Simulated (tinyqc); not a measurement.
Changing the confinement constant beta: Raman line shape of confined optical phonons and breathing modes of small crystals. Computed by tinyqc, a small Python program. Command: `OMP_NUM_THREADS=1 python tinyqc.py 3029022 3029023 out.jsonl confine sweep`. One thread of a shared host (Intel(R) Xeon(R) Processor @ 2.30GHz), about 0.05 s of CPU time with the checks.

Confinement in 1 direction(s) lets phonons with q away from zero scatter light. q is in units of 2 pi/a, from 0 to 1, and the branch is isotropic: omega(q)^2 = (omega_0^2 + omega_X^2)/2 + ((omega_0^2 - omega_X^2)/2) cos(pi q). The model and its constant beta are phenomenological; beta = 8 is the common choice.

Inputs (values chosen for the exercise, modelled on germanium):
```
quantity                                value      unit
bulk frequency omega_0                  300.9      1/cm
frequency at the zone boundary omega_X    234      1/cm
natural width Gamma_0                     2.6      1/cm
lattice constant a                      5.658  angstrom
size L                                    6.2        nm
```

Shape: film.

Method:
- Weight W(q) = q^0 exp(-(2 L q/a)^2/(2 beta)) dq, that is exp(-k^2 L^2/(2 beta pi^2)) for k = 2 pi q/a.
- Width q_c = a sqrt(2 beta)/(2 L), where the exponential falls to 1/e; curvature of the branch: omega(q) = omega_0 - c q^2, c = pi^2 (omega_0^2 - omega_X^2)/(8 omega_0); for small q_c the mean of q^2 is (number of confined directions) q_c^2/2, and the mean shift is -c times that.
- I(omega) = int W(q) / [(omega - omega(q))^2 + (Gamma_0/2)^2] dq / int W dq x (Gamma_0/2)^2, by 400 Gauss-Legendre points on 0 < q < min(1, 2.5 a sqrt(2 beta)/L).
- The peak is the maximum of I; the width is taken between the half-maximum points, and the asymmetry is the low-side half-width over the high-side one.

One run for each value:
```
confinement constant beta  peak shift (1/cm)  full width (1/cm)  asymmetry  q_c (2 pi/a)
1.0                                 -0.22388             2.8425     1.0904       0.06453
1.5                                 -0.28768             3.0032     1.1621       0.07903
2.0                                 -0.33584             3.1551     1.2318       0.09126
3.0                                 -0.40492             3.4283     1.3600       0.11177
4.0                                 -0.45289             3.6666     1.4738       0.12906
6.0                                 -0.51636             4.0669     1.6681       0.15806
8.0                                 -0.55710             4.3955     1.8302       0.18252
12.0                                -0.60710             4.9156     2.0908       0.22354
```

Over the rows, peak shift (1/cm) falls from -0.224 to -0.607 (exponent d ln y / d ln x 0.62 between the first rows and 0.21 between the last); full width (1/cm) rises from 2.84 to 4.92 (exponent d ln y / d ln x 0.14 between the first rows and 0.28 between the last); asymmetry rises from 1.09 to 2.09 (exponent d ln y / d ln x 0.16 between the first rows and 0.33 between the last). Only L^2/beta enters, so a size read from a line shape is uncertain by the square root of the uncertainty in beta.

Extremes, crossings and ranges named in words are read from the listed rows.
